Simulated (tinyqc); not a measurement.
Gated graphene, quantum capacitance: effect of the temperature.

phi is the Fermi level above the Dirac point, in volts; Vg is counted from the gate voltage of charge neutrality. Ideal linear bands, no charge puddles.

N0 = (2/pi)(kB T/(hbar vF))^2; n = N0 F1(phi/Vt), p = N0 F1(-phi/Vt), F1(e) = int_0^infinity u du/(1 + exp(u - e)) = -Li2(-exp(e)); Cq = q d(n - p)/dphi = (q N0/Vt) ln[2 (1 + cosh(phi/Vt))]. Cox = eps0 eox/tox; Vg = phi + q (n - p + Dit phi)/Cox. 1/C_G = 1/Cox + 1/(Cq + q Dit); dphi/dVg = Cox/(Cox + Cq + q Dit).

Values chosen for this exercise; values close to those of graphene: relative permittivity of the gate insulator (close to silicon nitride) eox = 7.47; insulator thickness tox = 15 nm; Fermi velocity vF = 1.12e6 m/s; density of traps Dit = 0 cm^-2 eV^-1; gate voltage Vg = 0.93 V.

Constants: q = 1.602176634e-19 C, kB = 1.380649e-23 J/K, hbar = 1.054571817e-34 J s, Vt = kB T/q, eps0 = 8.8541878128e-14 F/cm where lengths are in cm. Results are converted to the units shown.

The same in every row: Cox (uF/cm^2) = 0.4409.

Results:

| T (K) | phi (V) | n - p (cm^-2) | Cq (uF/cm^2) | C_G (uF/cm^2) | dphi/dVg | n + p (cm^-2) |
|---|---|---|---|---|---|---|
| 50 | 0.1867 | 2.046e12 | 3.504 | 0.3917 | 0.1118 | 2.046e12 |
| 120 | 0.1860 | 2.048e12 | 3.491 | 0.3915 | 0.1121 | 2.048e12 |
| 200 | 0.1845 | 2.052e12 | 3.463 | 0.3911 | 0.1129 | 2.052e12 |
| 300 | 0.1816 | 2.060e12 | 3.409 | 0.3904 | 0.1145 | 2.060e12 |
| 400 | 0.1774 | 2.071e12 | 3.337 | 0.3895 | 0.1167 | 2.073e12 |
| 500 | 0.1722 | 2.086e12 | 3.261 | 0.3884 | 0.1191 | 2.094e12 |

Estimate the missing row, T = 77 K.

Computed row:

| T (K) | phi (V) | n - p (cm^-2) | Cq (uF/cm^2) | C_G (uF/cm^2) | dphi/dVg | n + p (cm^-2) |
|---|---|---|---|---|---|---|
| 77 | 0.1865 | 2.046e12 | 3.501 | 0.3916 | 0.1119 | 2.046e12 |

With this row back in the table: As T goes from 50 to 500, Cq falls from 3.50 to 3.26 uF/cm^2, C_G/Cox falls from 0.888 to 0.881 and n - p rises from 2.05e12 to 2.09e12 cm^-2. Cq exceeds Cox in every row, so the insulator is the tighter limit, though Cq still cuts C_G by up to 12 %.

tinyqc, about 0.01 s, one thread, Intel Xeon 2.30GHz (shared host): `OMP_NUM_THREADS=1 python tinyqc.py 2200012 2200013 out.jsonl`
